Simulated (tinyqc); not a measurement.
## MOS capacitor on a p-type substrate, surface potential from the exact charge relation: Capacitance-voltage curves

Uniform p-type substrate, Boltzmann statistics, full ionisation, classical densities. psi is the surface potential against the body (positive when the bands bend down) and u = psi/Vt. Traps are spread evenly over the gap and neutral at flat band, so their charge is -q Dit psi; the minority quasi-Fermi level is shifted by Vb.

ni = sqrt(Nc Nv) exp(-Eg/(2 Vt)), Eg in volts; phiF = Vt ln(N/ni); Cox = eps0 eox/tox; Vfb = phiM - chi - (Eg - Vt ln(Nv/N)) - q Nf/Cox; Q0 = sqrt(2 eps0 eps_r q N Vt); r = (ni/N)^2 exp(-Vb/Vt); VT = Vfb + [(2 phiF + Vb)(1 + q Dit/Cox) + sqrt(2 eps0 eps_r q N (2 phiF + Vb))/Cox]. u = psi/Vt; F^2 = exp(-u) + u - 1 + r (exp(u) - u - 1); Qs = -sign(u) Q0 F; Cs = -dQs/dpsi = (Q0/Vt) |1 - exp(-u) + r (exp(u) - 1)|/(2 F). psi solves Vg = Vfb + psi + (q Dit psi - Qs)/Cox. Low frequency: 1/C_LF = 1/Cox + 1/(Cs + q Dit). High frequency, in the simple estimate in which traps and minority carriers do not follow: 1/C_HF = 1/Cox + 1/Cd, Cd being Cs with r = 0 at the same psi. Deep depletion: r = 0 and Dit = 0 both in the equation for psi and in Cs. Minority sheet density N_inv = (Q0/(2 q)) int_0^u r (exp(t) - 1)/F(t) dt for u > 0. N_inv under 1 cm^-2 is printed as 0. Regimes: accumulation when majority carriers gather, then depletion up to |psi| = phiF + Vb, weak inversion up to 2 phiF + Vb, strong inversion beyond.

Parameters, values chosen for the exercise; band and dielectric values close to those of germanium:
- T = 325 K (temperature)
- Eg = 0.673 eV (band gap)
- eps_r = 15.8 (relative permittivity)
- Nc = 1.18e19 cm^-3 (conduction-band density of states at T)
- Nv = 6.87e18 cm^-3 (valence-band density of states at T)
- chi = 3.95 eV (electron affinity)
- N = 2.9e17 cm^-3 (acceptor density of the substrate)
- eox = 3.9 (relative permittivity of the gate insulator (close to silicon dioxide))
- tox = 2.3 nm (insulator thickness)
- phiM = 4.14 eV (gate work function)
- Nf = 0 cm^-2 (fixed charge at the interface, in units of q)
- Dit = 2e11 cm^-2 eV^-1 (density of interface traps)
- Vb = 0 V (reverse bias of the inversion layer against the body)

Constants: q = 1.602176634e-19 C, kB = 1.380649e-23 J/K, Vt = kB T/q, eps0 = 8.8541878128e-14 F/cm where lengths are in cm. Results are converted to the units shown.

Capacitance-voltage curves:
```
Vg (V),psi (V),C_LF/Cox,C_HF/Cox,C_deep/Cox,N_inv (cm^-2),regime
-1.11,-0.1488,0.9119,0.9118,0.9122,0,accumulation
-0.78,-0.1102,0.8416,0.8410,0.8419,0,accumulation
-0.46,-0.02920,0.6000,0.5966,0.5974,0,accumulation
-0.13,0.1702,0.2532,0.2411,0.2394,1.450e6,depletion
0.19,0.4236,0.1911,0.1603,0.1589,6.795e9,weak inversion
0.52,0.5853,0.7980,0.1386,0.1265,1.316e12,strong inversion
0.84,0.6284,0.9057,0.1342,0.1087,3.875e12,strong inversion
1.17,0.6532,0.9389,0.1318,0.09642,6.720e12,strong inversion
1.49,0.6701,0.9544,0.1303,0.08779,9.553e12,strong inversion
```

C_LF/Cox is lowest, 0.191, at Vg = 0.19 V (weak inversion) among the rows listed and is 0.954 in the last row, where C_HF/Cox is 0.130 and the deep-depletion value 0.0878. Vfb = -0.394 V, where C_HF/Cox = 0.504 (Cox in series with eps0 eps_r/LD), and VT = 0.263 V. Over the last two rows psi moves by only 0.053 V a volt of gate bias, since the inversion charge screens the body. The traps add q Dit = 0.021 Cox beside Cs, which lifts C_LF above C_HF even in depletion. In strong accumulation and inversion degeneracy and confinement, left out here, lower the capacitance.

tinyqc, about 0.01 s, one thread, Intel Xeon 2.30GHz (shared host): `OMP_NUM_THREADS=1 python tinyqc.py 2060017 2060018 out.jsonl`
